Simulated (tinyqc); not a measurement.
Wafer bonding and layer transfer: bond energy, gap closing, particles, bonding of dissimilar wafers and hydrogen blisters: one step, computed by the program tinyqc.

gamma is the energy per area of each of the two surfaces; plates are isotropic, and both wafers have E1 and t1.

Question. Bond energy from the blade test. Two cantilevers opened by t_b: gamma = 3 t_b^2 E1 t1^3 E2 t2^3/(16 L^4 (E1 t1^3 + E2 t2^3)).

Inputs (values chosen for the exercise, with wafer 1 close to silicon):
```
quantity             value        unit
Young's modulus E1     139         GPa
thickness t1           525  micrometre
blade thickness t_b    150  micrometre
crack length L        13.3          mm
```

Pair: two equal wafers.

Give: bond energy gamma.

Answer.

bond energy gamma = 1.356 J/m^2

An error of 5 % in L changes gamma by about 20 %. This is the level of partly covalent bonding.
